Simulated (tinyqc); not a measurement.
Long-channel MOSFET, surface-potential model: two steps of the calculation.

n-channel transistor on a uniformly doped p-type body, gradual-channel approximation, constant mobility, Boltzmann statistics, full ionisation. Potentials are counted from the neutral body; V is the electron quasi-Fermi potential, Vsb at the source and Vsb + Vds at the drain. Charges are magnitudes per area.

Parameters, values chosen for the exercise; material values close to those of silicon:
```
symbol,value,unit,meaning
T,273,K,temperature
Eg,1.1,eV,band gap
eps_r,11.7,,relative permittivity of the semiconductor
Nc,2.47e19,cm^-3,conduction-band density of states at T
Nv,2.32e19,cm^-3,valence-band density of states at T
Na,4.6e15,cm^-3,acceptor density of the body
eox,8.94,,relative permittivity of the gate insulator
tox,28,nm,insulator thickness
Vfb,-0.61,V,flat-band voltage
mu,270,cm^2/(V s),channel mobility
W,20,um,gate width
L,2,um,gate length
Vsb,0.5,V,source-body reverse bias
Vds,0.8,V,drain-source voltage
```

Constants: q = 1.602176634e-19 C, kB = 1.380649e-23 J/K, Vt = kB T/q, eps0 = 8.8541878128e-14 F/cm where lengths are in cm. Results are converted to the units shown.

Question 1. Body potential, insulator capacitance and body factor. ni = sqrt(Nc Nv) exp(-Eg/(2 Vt)), Eg in volts; phiF = Vt ln(Na/ni); Cox = eps0 eox/tox; gamma = sqrt(2 q eps0 eps_r Na)/Cox. VT = Vfb + 2 phiF + gamma sqrt(2 phiF + Vsb), m = 1 + gamma/(2 sqrt(2 phiF + Vsb)).

Find: ni; phiF; Cox; gamma; VT; m.

Answer 1.

ni = 1.681e9 cm^-3
phiF = 0.3487 V
Cox = 0.2827 uF/cm^2
gamma = 0.1382 V^0.5
VT = 0.2386 V
m = 1.063

Question 2. Pao-Sah current by Simpson's rule. I = mu (W/L) integral of Qi dV; Simpson's rule on the 9 points, step Vds/8, weights 1, 4, 2, ..., 4, 1 times step/3.

Qi, Pao-Sah, point 0 to 8 (nC/cm^2): 0.0019142417  2.7292741e-5  3.8902393e-7  5.5450280e-9  7.9037127e-11  1.1265710e-12  1.6057797e-14  2.2888291e-16  3.2624267e-18

Find: Pao-Sah current.

Answer 2.

Pao-Sah current = 1.8218e-4 uA

Gauss-Legendre quadrature on many points gives 1.216e-4 uA, so this value is 50 % above it; the charge-sheet current, 1.202e-4 uA, is 1.2 % below it.

Numbers from tinyqc (`OMP_NUM_THREADS=1 python tinyqc.py 2360166 2360167 out.jsonl`; about 0.06 s on one thread of a shared Intel Xeon 2.30GHz).
